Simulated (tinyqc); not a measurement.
One anharmonic mode: perturbation theory, self-consistent phonons and exact levels: one step, computed by the program tinyqc. Command: `OMP_NUM_THREADS=1 python tinyqc.py 3008059 3008060 out.jsonl scp walk`. One thread of a shared host (Intel(R) Xeon(R) Processor @ 2.30GHz), about 0.03 s of CPU time with the checks.

V(x) = k x^2/2 + b x^4 for one coordinate x of mass M. A constant K > 0 gives hbar Omega = sqrt((hbar^2/u) K/M) with K in eV/angstrom^2 and M in u.

Problem. Shape of the double well. Minima at x_0 = sqrt(-k/(4 b)), depth k^2/(16 b), curvature -2k there.

Inputs (values chosen for the exercise, for a model mode): mode mass M = 76.3 u; harmonic constant k = -17.1 eV/angstrom^2; quartic constant b = 776 eV/angstrom^4.

Shape: double well.

Constants: hbar^2/u = 4.18015928e-03 eV angstrom^2.

Give: x_0; well depth; harmonic quantum in a well; depth / zero-point energy of a well.

Solution.

x_0 = 0.07422 angstrom

well depth = 23.55 meV

harmonic quantum in a well = 43.29 meV

depth / zero-point energy of a well = 1.088

The lowest levels lie near the top of the barrier.
